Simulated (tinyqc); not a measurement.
# Changing the fraction x of B

Model: order-disorder in a binary alloy on two sublattices: Bragg-Williams and pair (quasi-chemical) approximations. Computed by tinyqc, a small Python program. Command: `OMP_NUM_THREADS=1 python tinyqc.py 3013524 3013525 out.jsonl order sweep`. One thread of a shared host (Intel(R) Xeon(R) Processor @ 2.30GHz), about 0.01 s of CPU time with the checks.

All z = 6 neighbours of a site lie on the other sublattice. B fills the sublattices with x + eta/2 and x - eta/2; energies are per site, from the pure components: u = -z w y with y the probability of an A-B bond taken in one order.

Inputs (values chosen for the exercise, for a model alloy): ordering energy w = (e_AA + e_BB)/2 - e_AB = 49.9 meV; temperature T = 1150 K.

Lattice: simple cubic (z = 6). Method: plain iteration, 400 steps.

scattering factors f_A, f_B (electrons): 21  41

Constants: k_B = 8.617333262e-05 eV/K.

Method:
- Bragg-Williams: k_B T_c = 2 z w x (1 - x). Pair approximation at x = 1/2: k_B T_c = w/ln(z/(z - 2)).
- Bragg-Williams: u = -z w [x (1 - x) + eta^2/4]; minimising f gives ln[a (1 - b)/(b (1 - a))] = 2 z w eta/(k_B T) =: ln Q, a = x + eta/2, b = x - eta/2. For given Q this is a quadratic for eta, (Q - 1) eta^2/4 - (Q + 1) eta/2 + (Q - 1) x (1 - x) = 0, smaller root: the map eta -> phi(eta).
- Plain iteration eta = phi(eta), 400 steps at most; start at 0.999 times 2x; stop when |phi - eta| < 1e-10.
- a = x + eta/2, b = x - eta/2; u = -z w [x (1 - x) + eta^2/4]; s/k_B = [s2(a) + s2(b)]/2, s2(c) = -c ln c - (1 - c) ln(1 - c); gain on ordering = f(eta) - f(0), f = u - T s. Superlattice over fundamental intensity = [eta (f_B - f_A)/2]^2/[(1 - x) f_A + x f_B]^2.
- Quasi-chemical disordered state, with T here the Bragg-Williams T_c and not the input T: y^2/[(1 - x - y)(x - y)] = exp(2 w/(k_B T)) =: E, so y = 2 x (1 - x)/(1 + r), r = sqrt(1 - 4 x (1 - x)(1 - 1/E)); Warren-Cowley alpha = 1 - y/(x (1 - x)); u = -z w y.

One run for each value; columns: (1) fraction x of B; (2) order parameter eta; (3) T_c, Bragg-Williams (K); (4) B fraction on its own sublattice; (5) B fraction on the A sublattice; (6) alpha of the disordered state at the Bragg-Williams T_c:
```
(1)       (2)     (3)      (4)      (5)       (6)
0.22  0.15748  1192.4  0.29874  0.14126  -0.13812
0.26  0.35002  1336.9  0.43501  0.08499  -0.14657
0.30  0.47758  1459.2  0.53879  0.06121  -0.15291
0.34  0.58409  1559.3  0.63204  0.04796  -0.15763
0.38  0.67854  1637.1  0.71927  0.04073  -0.16105
0.46  0.83139  1726.1  0.87569  0.04431  -0.16470
0.50  0.86245  1737.2  0.93122  0.06878  -0.16514
```

Give the missing row, fraction x of B = 0.42.

Computed row; columns: (1) fraction x of B; (2) order parameter eta; (3) T_c, Bragg-Williams (K); (4) B fraction on its own sublattice; (5) B fraction on the A sublattice; (6) alpha of the disordered state at the Bragg-Williams T_c:
```
(1)       (2)     (3)      (4)      (5)       (6)
0.42  0.76270  1692.7  0.80135  0.03865  -0.16336
```

Interpolating between the two neighbouring rows (linearly) misses most in B fraction on the A sublattice, by 10 %. Over the rows, order parameter eta rises from 0.157 to 0.862 (exponent d ln y / d ln x 4.8 between the first rows and 0.44 between the last); T_c, Bragg-Williams (K) rises from 1190 to 1740 (exponent d ln y / d ln x 0.68 between the first rows and 0.077 between the last); B fraction on its own sublattice rises from 0.299 to 0.931 (exponent d ln y / d ln x 2.2 between the first rows and 0.74 between the last).

Caution (all rows): T is near or above the T_c of the better pair approximation, so the true long-range order is lower than Bragg-Williams gives.
